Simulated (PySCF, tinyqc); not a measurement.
CCD on RHF in the sto-6g basis, for B+, spin multiplicity 1, step by step. The lowest restricted solution is unstable here: a spin-polarised one lies 0.0000 hartree lower (PySCF). One step of it, computed by the program tinyqc.

Task: Orthogonalisation. S = U s U^T; symmetric (Loewdin) form X = U s^(-1/2) U^T, so that X^T S X = 1.

overlap S:
```
           1B 1s     1B 2s    1B 2px    1B 2py    1B 2pz
1B 1s   1.000000  0.264891  0.000000  0.000000  0.000000
1B 2s   0.264891  1.000000  0.000000  0.000000  0.000000
1B 2px  0.000000  0.000000  1.000000  0.000000  0.000000
1B 2py  0.000000  0.000000  0.000000  1.000000  0.000000
1B 2pz  0.000000  0.000000  0.000000  0.000000  1.000000
```

Give: eigenvalues of S; X.

Result:

eigenvalues of S: 0.7351  1.0000  1.0000  1.0000  1.2649

X:
```
          1B 1s    1B 2s  1B 2px  1B 2py  1B 2pz
1B 1s    1.0277  -0.1386  0.0000  0.0000  0.0000
1B 2s   -0.1386   1.0277  0.0000  0.0000  0.0000
1B 2px   0.0000   0.0000  1.0000  0.0000  0.0000
1B 2py   0.0000   0.0000  0.0000  1.0000  0.0000
1B 2pz   0.0000   0.0000  0.0000  0.0000  1.0000
```
